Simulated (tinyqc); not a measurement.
# Worked calculation: read current of a NAND string, cells in series solved by shooting

Program tinyqc, `OMP_NUM_THREADS=1 python tinyqc.py 2142122 2142123 out.jsonl`; Intel Xeon 2.30GHz, shared host, one thread, about 1 s. Printed values are rounded.

Cells in series, numbered from 0 at the source line (0 V) to the bit line, each followed by a gap resistance Rg. A cell with gate Vg, threshold VT, source Vs and drain Vd passes I = 2 nf K Vt^2 [F(Vs) - F(Vd)]/(1 + th max(Vg - VT, 0)), F(V) = ln^2(1 + exp((Vg - VT - nf V)/(2 nf Vt))). The selected cell has Vg = Vr, the others Vg = Vp.

Values chosen for this exercise; values of the order met in vertical NAND strings: temperature T = 300 K; gain factor of a cell K = 12 uA/V^2; slope factor nf = 2.3; mobility reduction factor th = 0.08 1/V; resistance of the gap between cells Rg = 1.9 kohm; bit-line voltage Vbl = 0.7 V; pass voltage Vp = 7.2 V; read voltage on the selected word line Vr = 3.23 V.

Constants: q = 1.602176634e-19 C, kB = 1.380649e-23 J/K, Vt = kB T/q. Results are converted to the units shown.

## Step 1: node voltages for a trial current

first trial current = 2.6 uA
thresholds from the source end, cell 0 to 3 (V): [-1.5, 1.3, -1.5, 4.4]

For a trial current I start at 0 V and, cell by cell (the selected one is cell 1), solve for the drain: sqrt(F(Vd)) = sqrt(F(Vs) - I/k), k = 2 nf K Vt^2/(1 + th max(Vg - VT, 0)), Vd = [Vg - VT - 2 nf Vt ln(exp(sqrt F) - 1)]/nf, then add I Rg.

node voltage after each cell and gap, trial 1, cell 0 to 3 (V): [0.04741604, 0.2042925, 0.2541636, 0.3873469]

## Step 2: node voltages for a trial current

second trial current = 3.6 uA

As before.

node voltage after each cell and gap, trial 2, cell 0 to 3 (V): [0.06578199, 0.3010681, 0.3720389, 0.5954896]

## Course of the secant iteration

Secant steps on the end voltage less Vbl, from the two trials; a trial above the saturation current of a cell has no solution and is moved halfway to the previous trial. Stop below 1e-9 V.

Course of the iteration:

| iteration | I (uA) | end voltage - Vbl (V) | halvings |
|---|---|---|---|
| 1 | 4.102109 | 0.0324 | 0 |
| 2 | 3.983302 | -3.26e-3 | 0 |
| 3 | 3.994163 | -1.02e-4 | 0 |
| 4 | 3.994514 | 3.21e-7 | 0 |
| 5 | 3.994513 | -3.16e-11 | 0 |

Converged in 5 iterations to I = 3.9945 uA. The selected cell takes 37.6 % of the bit-line voltage and the gaps together 4.34 %.
